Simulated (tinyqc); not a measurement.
Raising the compensation: charge neutrality of a doped semiconductor with incomplete ionisation. Computed by tinyqc, a small Python program. Command: `OMP_NUM_THREADS=1 python tinyqc.py 3004775 3004776 out.jsonl dopant sweep`. One thread of a shared host (Intel(R) Xeon(R) Processor @ 2.30GHz), about 0.04 s of CPU time with the checks.

Energies are counted from the top of the valence band; E_D is measured down from the conduction band and E_A up from the valence band.

Inputs (values chosen for the exercise, modelled on diamond):

| quantity | value | unit |
|---|---|---|
| gap at 0 K E_g0 | 5.4 | eV |
| Varshni alpha | 0.000502 | eV/K |
| Varshni beta | 1500 | K |
| electron mass m_e | 0.578 | m_0 |
| valleys M_c | 6 | - |
| hole mass m_h | 0.77 | m_0 |
| acceptor density N_A | 2e+19 | cm^-3 |
| donor depth E_D | 0.562 | eV |
| acceptor depth E_A | 0.365 | eV |
| donor degeneracy g_D | 2 | - |
| acceptor degeneracy g_A | 4 | - |
| temperature T | 100 | K |
| iteration cap | 60 | - |

Doping: p-type, compensated. Statistics of the bands: Fermi-Dirac. Solver: Newton steps on the logarithm. Start of Newton steps: intrinsic level E_i.

Constants: m_0 = 9.1093837015e-31 kg; k_B = 1.380649e-23 J/K; h = 6.62607015e-34 J s; k_B = 8.617333262e-05 eV/K.

Method:
- E_g = E_g0 - alpha T^2/(T + beta).
- N_c = 2 M_c (2 pi m_e k_B T/h^2)^(3/2) and N_v = 2 (2 pi m_h k_B T/h^2)^(3/2), masses in units of m_0.
- n_i = sqrt(N_c N_v) exp(-E_g/(2 k_B T)); E_i = E_g/2 + (k_B T/2) ln(N_v/N_c).
- n = N_c F_1/2((E_F - E_g)/k_B T), p = N_v F_1/2(-E_F/k_B T).
- F_1/2(eta) = (2/sqrt(pi)) int_0^infinity sqrt(x)/(1 + exp(x - eta)) dx, by the trapezoid rule in t = sqrt(x) with step 0.02 up to t = 12 (for eta < -12 by exp(eta) - exp(2 eta)/2^(3/2)).
- N_D+ = N_D/(1 + g_D exp((E_F - E_g + E_D)/k_B T)).
- N_A- = N_A/(1 + g_A exp((E_A - E_F)/k_B T)).
- Neutrality: p + N_D+ = n + N_A-; the log ratio is ln[(p + N_D+)/(n + N_A-)].
- Newton steps from the start named, with the slope from a central difference of 1e-6 eV; the function is the log ratio y = ln[(p + N_D+)/(n + N_A-)]; the bracket -0.3 to E_g + 0.3 eV is narrowed by the sign of y at each step, and a step that would leave it is replaced by its midpoint; stop when |log ratio| < 1e-9.

One run for each value:

| donor density N_D (cm^-3) | majority density p (cm^-3) | ionised share of the acceptors | distance of E_F from the majority band edge (eV) |
|---|---|---|---|
| 2.00e+16 | 3.2805e+02 | 1.0000e-03 | 0.31743 |
| 1.00e+18 | 6.2392e+00 | 5.0000e-02 | 0.35157 |
| 2.00e+18 | 2.9554e+00 | 1.0000e-01 | 0.35801 |
| 4.00e+18 | 1.3135e+00 | 2.0000e-01 | 0.36500 |
| 8.00e+18 | 4.9257e-01 | 4.0000e-01 | 0.37345 |
| 1.20e+19 | 2.1892e-01 | 6.0000e-01 | 0.38044 |
| 1.60e+19 | 8.2095e-02 | 8.0000e-01 | 0.38889 |
| 1.90e+19 | 1.7283e-02 | 9.5000e-01 | 0.40232 |

Give the missing row, donor density N_D (cm^-3) = 2.00e+17.

Computed row; columns: (1) donor density N_D (cm^-3); (2) majority density p (cm^-3); (3) ionised share of the acceptors; (4) distance of E_F from the majority band edge (eV):
```
(1)              (2)         (3)      (4)
2.00e+17  3.2510e+01  1.0000e-02  0.33735
```

Interpolating between the two neighbouring rows (the first column on a logarithmic scale, the others too where they are positive) misses most in majority density p (cm^-3), by 2.0 %. Over the rows, majority density p (cm^-3) falls from 328 to 0.0173 (exponent d ln y / d ln x -1.0 between the first rows and -9.1 between the last); ionised share of the acceptors rises from 1.00e-3 to 0.950 (exponent d ln y / d ln x about 1.0 throughout); distance of E_F from the majority band edge (eV) rises from 0.317 to 0.402 (exponent d ln y / d ln x 0.026 between the first rows and 0.20 between the last). The ionised share rises because each donor fills an acceptor, while the free holes become fewer.

Caution (all rows): so few free carriers remain that hopping between impurities, left out here, would carry any current. Caution (rows 8.00e18, 1.20e19, 1.60e19, 1.90e19): there is less than one majority carrier per cm^3: the dopants are frozen out and the equilibrium density is only formal.
